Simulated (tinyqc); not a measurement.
Exchange-split free-electron bands and tunnelling magnetoresistance: sweeps and comparisons. A value that a table varies takes the place of the one given here.

Majority and minority bands E = c k^2/m -/+ Dx/2, c = hbar^2/2m0, so k_up = sqrt(m (EF + Dx/2)/c), k_dn = sqrt(m (EF - Dx/2)/c); n_s = k_s^3/(6 pi^2), D_s = m k_s/(4 pi^2 c).

Barrier: kappa = sqrt(mb phi/c), c = hbar^2/2m0. With a = k1/m, b = k2/m, w = kappa/mb, the transmission at normal incidence is T(k1, k2) = 4 a b w^2/[w^2 (a + b)^2 + (w^2 + a^2)(w^2 + b^2) sinh^2(kappa d)]. Parallel: G_P = T(up, up) + T(dn, dn); antiparallel: G_AP = 2 T(up, dn); TMR = (G_P - G_AP)/G_AP. Julliere: TMR = 2 P^2/(1 - P^2). Slonczewski factor: P_eff = P_k (w^2 - a_up a_dn)/(w^2 + a_up a_dn), P_k = (k_up - k_dn)/(k_up + k_dn).

Constants: hbar^2/2m0 = 3.80998211 eV angstrom^2.

Values chosen for the exercise:

| symbol | value | unit | meaning |
|---|---|---|---|
| EF | 2.64 | eV | Fermi energy above the mean band bottom |
| Dx | 3.68 | eV | exchange splitting |
| m | 1.38 | m0 | mass in the electrodes |
| mb | 0.35 | m0 | mass in the barrier |
| d | 17.8 | angstrom | barrier thickness |
| phi | 1.77 | eV | barrier height above EF |

## Barrier height

Results:

| phi (eV) | w (1/angstrom) | P_eff | TMR (%) | G_P |
|---|---|---|---|---|
| 0.20 | 0.387 | -0.1672 | 5.82 | 0.0479 |
| 0.40 | 0.548 | -0.0370 | 0.34 | 0.00722 |
| 0.70 | 0.725 | 0.0756 | 1.16 | 0.000788 |
| 1.0 | 0.866 | 0.1426 | 4.15 | 0.000128 |
| 1.5 | 1.061 | 0.2091 | 9.14 | 1.02e-05 |
| 2.0 | 1.225 | 0.2487 | 13.19 | 1.19e-06 |
| 3.0 | 1.500 | 0.2939 | 18.91 | 3.16e-08 |
| 4.0 | 1.732 | 0.3189 | 22.64 | 1.48e-09 |
| 6.0 | 2.121 | 0.3457 | 27.15 | 8.80e-12 |
| 10 | 2.738 | 0.3687 | 31.47 | 2.70e-15 |

How do the results move?

P_eff vanishes where w^2 = a_up a_dn, at phi = 0.48 eV, inside the table; the lowest TMR listed is 0.34 % at 0.4 eV. TMR is 5.8 % at the lowest barrier and 31.5 % at the highest, against 39.5 % for Julliere with P_k; P_eff tends to +P_k for very high barriers and to -P_k for very low ones. G_P falls by 13.2 decades.

## Barrier thickness

Results:

| d (angstrom) | kappa d | G_P | G_AP | TMR (%) |
|---|---|---|---|---|
| 1 | 0.403 | 1.53 | 1.35 | 13.73 |
| 2 | 0.806 | 0.857 | 0.783 | 9.39 |
| 3 | 1.210 | 0.427 | 0.390 | 9.44 |
| 4 | 1.613 | 0.201 | 0.182 | 10.28 |
| 6 | 2.419 | 0.0415 | 0.0373 | 11.18 |
| 8 | 3.226 | 0.00832 | 0.00747 | 11.39 |
| 10 | 4.032 | 0.00166 | 0.00149 | 11.44 |
| 13 | 5.242 | 0.000148 | 0.000133 | 11.45 |
| 16 | 6.452 | 1.32e-05 | 1.18e-05 | 11.45 |
| 20 | 8.065 | 5.23e-07 | 4.69e-07 | 11.45 |

What can be read from the table?

For thick barriers each angstrom costs a factor exp(2 kappa) = 2.24 in both conductances, and TMR settles at 11.45 % (the interface factor, which vanishes at (kappa/mb)^2 = k_up k_dn/m^2, reduces it below the value from the polarisation of k alone); it is within 0.1 point of that from d = 8 angstrom on. At 1 angstrom it is 13.73 %, where the barrier is thin and the mismatch of k_up and k_dn starts to rule, as it does fully for d -> 0.

## Exchange splitting

Dx takes the listed multiples of 2 EF.

Results:

| Dx/(2 EF) | k_up | k_dn | P_k | P_eff | TMR (%) |
|---|---|---|---|---|---|
| 0.10 | 1.0256 | 0.9277 | 0.0501 | 0.0227 | 0.10 |
| 0.20 | 1.0712 | 0.8746 | 0.1010 | 0.0464 | 0.43 |
| 0.35 | 1.1362 | 0.7884 | 0.1807 | 0.0861 | 1.50 |
| 0.50 | 1.1976 | 0.6915 | 0.2679 | 0.1357 | 3.75 |
| 0.65 | 1.2561 | 0.5785 | 0.3693 | 0.2044 | 8.72 |
| 0.80 | 1.3119 | 0.4373 | 0.5000 | 0.3150 | 22.03 |
| 0.90 | 1.3479 | 0.3092 | 0.6268 | 0.4493 | 50.60 |
| 0.97 | 1.3725 | 0.1694 | 0.7803 | 0.6489 | 145.44 |

What does this show?

P_k rises from 0.050 to 0.780, and TMR goes from 0.10 % to 145.4 %, steadily. At Dx = 2 EF the minority band is empty (a half metal) and G_AP vanishes.

## What moves the magnetoresistance

All results formed anew. Each row changes one parameter from the base and keeps the others.

Results:

| case | P_k | P_eff | TMR (%) | G_P |
|---|---|---|---|---|
| base | 0.4059 | 0.2327 | 11.45 | 3.08e-06 |
| Dx = 3.864 eV | 0.4352 | 0.2568 | 14.12 | 3.01e-06 |
| EF = 2.904 eV | 0.3572 | 0.1832 | 6.95 | 3.32e-06 |
| phi = 2.301 eV | 0.4059 | 0.2657 | 15.20 | 3.69e-07 |
| mb = 0.28 m0 | 0.4059 | 0.2611 | 14.64 | 1.28e-05 |
| d = 19.8 angstrom | 0.4059 | 0.2327 | 11.45 | 6.14e-07 |
| m = 1.656 m0 | 0.4059 | 0.2562 | 14.05 | 2.86e-06 |

How do the results move?

The largest shifts from the base row, up to three for each result and ties (the steps differ in size, so this ranks the rows, not the parameters). P_k: EF -0.0487, Dx +0.0293; unchanged at the printed digits by phi, mb, d and m. P_eff: EF -0.0494, phi +0.0331, mb +0.0285; unchanged at the printed digits by d. TMR (%): EF -4.50, phi +3.75, mb +3.19; unchanged at the printed digits by d. G_P: mb +9.70e-06, phi -2.71e-06, d -2.47e-06.

Run: tinyqc, `OMP_NUM_THREADS=1 python tinyqc.py 1650608 1650609 out.jsonl`; Intel(R) Xeon(R) Processor @ 2.30GHz, one thread, shared host; about 0.01 s of CPU time with all checks.
